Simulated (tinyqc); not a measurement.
Tolerances: periodic multilayer mirror for extreme ultraviolet light.

s polarisation, vacuum above. q_j = sqrt(N_j^2 - sin^2 theta); interface r_jk = (q_j - q_k)/(q_j + q_k) exp(-2 (2 pi/lam)^2 q_j q_k sg^2) (Nevot-Croce; sg = 0 if not given); phase factor of a layer x_j = exp(4 pi i q_j d_j/lam). Each period has the spacer (thickness (1 - Gm) L) on top of the absorber (Gm L). In this recursion R is the amplitude; R in tables and results is the reflectance, its squared modulus. The substrate is of the spacer material. Starting with R = 0 in it, each interface upward gives R -> (r + R x)/(1 + r R x), x that of the layer below the interface (1 for the substrate).

Inputs chosen for the exercise (optical constants near those of Mo and Si at 13.5 nm; the results hold for these values, not for the real material): lam = 13.5 nm (wavelength); dA = (0.078, 0.0067) (delta and beta of the absorber, N = 1 - delta + i beta); dS = (0.0011, 0.00194) (delta and beta of the spacer and the substrate); L = 6.92 nm (period); Gm = 0.33 (absorber share of the period); theta = 0 degrees (angle from the normal); sg = 0.4 nm (interface roughness); Np = 40 (periods).

R of the mirror, and R^10 for a chain of ten such mirrors.

One parameter was then changed.

Results before and after:
```
case,R,R^10
base,0.6881,0.0238
changed,0.7019,0.0290
```

Which of these changes was made? (a) theta = 2 degrees; (b) lam = 13.55 nm; (c) dA = (0.078, 0.00804); (d) sg = 0.6 nm; (e) L = 6.96 nm; (f) Gm = 0.37.

Answer: (f) Gm = 0.37. Of the candidates, run in turn, only this one gives the changed row.

All candidates:
```
case,R,R^10
base,0.6881,0.0238
L = 6.96 nm,0.6628,0.0164
Gm = 0.37,0.7019,0.0290
theta = 2 degrees,0.6898,0.0244
sg = 0.6 nm,0.6618,0.0161
"dA = (0.078, 0.00804)",0.6618,0.0161
lam = 13.55 nm,0.6938,0.0259
```

(tinyqc, `OMP_NUM_THREADS=1 python tinyqc.py 1682074 1682075 out.jsonl`, Intel(R) Xeon(R) Processor @ 2.30GHz, 1 thread, shared host, about 0.01 s.)
